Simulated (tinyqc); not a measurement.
Weakening the contact bond: metal-induced gap states at the contact of a metal chain and a two-band chain.

The semiconductor alternates sites A at -Eg/2 and C at +Eg/2 with hopping -t; the gap runs from -Eg/2 to Eg/2. In the gap cosh(q a) = 1 + (Eg^2/4 - E^2)/(2 t^2) and the amplitude changes by -exp(-q a) a period. The metal has site energy 0 and hopping -tm; its end site has g_m = (E - i sqrt(4 tm^2 - E^2))/(2 tm^2). Sites 1, 2, ... count into the semiconductor, with energies e1, e2 alternating. The clean half chain has g1 = 1/(E - e1 - t^2 g2), g2 = 1/(E - e2 - t^2 g1), decaying root. With the contact G11 = 1/(1/g1 - tc^2 g_m), and the density on site j is -Im G_jj/pi = |psi_j/psi_1|^2 (-Im G11/pi), per spin, with psi_2/psi_1 = -t g2, psi_3/psi_2 = -t g1.

Constants: e^2/(4 pi eps0) = 14.39964547 eV angstrom.

Parameters, chosen for this exercise (gap and optical dielectric constant near those of SiC; the chain itself is a model; the results hold for these values, not for the real material): Eg = 3.16 eV (gap); t = 2.89 eV (hopping in the semiconductor); tm = 2.12 eV (hopping in the metal); end = A (site that touches the metal); a = 3.08 angstrom (period (two sites); one chain for each area a^2); eps = 6.4 (dielectric constant); E = 0.27 eV (energy from mid-gap).

At the given E, tc is varied, as by a thin spacer. xi = 1/(2q), N = 2 (summed density)/a^2, S = 1/(1 + 4 pi e^2 N xi/eps) with xi and eps kept.

Against tc:

| tc (eV) | D1 (1/eV) | summed density (1/eV) | S |
|---|---|---|---|
| 0.10 | 0.00007 | 0.00021 | 0.9964 |
| 0.25 | 0.00047 | 0.00130 | 0.9780 |
| 0.50 | 0.00187 | 0.00522 | 0.9174 |
| 0.80 | 0.00479 | 0.01338 | 0.8125 |
| 1.20 | 0.01070 | 0.02988 | 0.6599 |
| 1.80 | 0.02253 | 0.06290 | 0.4797 |
| 2.50 | 0.03456 | 0.09650 | 0.3754 |
| 3.50 | 0.03658 | 0.10214 | 0.3622 |

For a weak bond the density goes as tc^2 (ratio 6.25 between 0.25 and 0.1 eV, against 6.25). It is largest at tc = 3.5 eV among these rows, the end of the table; the peak may lie just before or beyond it. S is 0.996 at 0.1 eV and has its least value, 0.362, in that row.

(tinyqc, `OMP_NUM_THREADS=1 python tinyqc.py 1482518 1482519 out.jsonl`, Intel(R) Xeon(R) Processor @ 2.30GHz, 1 thread, shared host, about 0.01 s.)
